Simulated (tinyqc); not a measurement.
Orbital energy against energy difference: ionisation energy by orbital energies and by energy differences in the 6-31g basis, for BeH2, spin multiplicity 1. Computed by the program tinyqc with PySCF. The cation is unrestricted; errors are against CCSD(T) in this basis, not against experiment.

Geometry (angstrom):
```
atom       x        y       z
Be    0.0000   0.0000  0.0000
H     0.0000   1.2780  0.0630
H     0.0000  -1.2780  0.0630
```

CCSD(T) difference in the same basis = 11.7662 eV

IP-EOM-CCSD = 11.8016 eV

First vertical ionisation energy (eV):
```
method     -e(HOMO)  E(cation) - E  error of -e(HOMO)  error of the difference
HF          12.3532      11.570846             0.5870                  -0.1953
LDA          7.4809      11.830856            -4.2852                   0.0647
PBE          7.5055      11.853086            -4.2607                   0.0869
B3LYP        8.7134      12.106593            -3.0528                   0.3404
PBE0         8.9035      12.038892            -2.8627                   0.2727
CAM-B3LYP   10.4077      12.200347            -1.3585                   0.4342
LC-wPBE     11.8893      12.353642             0.1231                   0.5875
```

What does the comparison show, and why?

Koopmans errs by +0.59 eV and Delta-HF by -0.20 eV: relaxation, 0.78 eV, lowers the value and the missing correlation difference works against it. The PBE level is off by -4.3 eV through the wrong tail of its potential, though its energy difference is off by +0.09 eV; exact exchange deepens the level, and among the orbital energies LC-wPBE comes closest; among the differences LDA does.
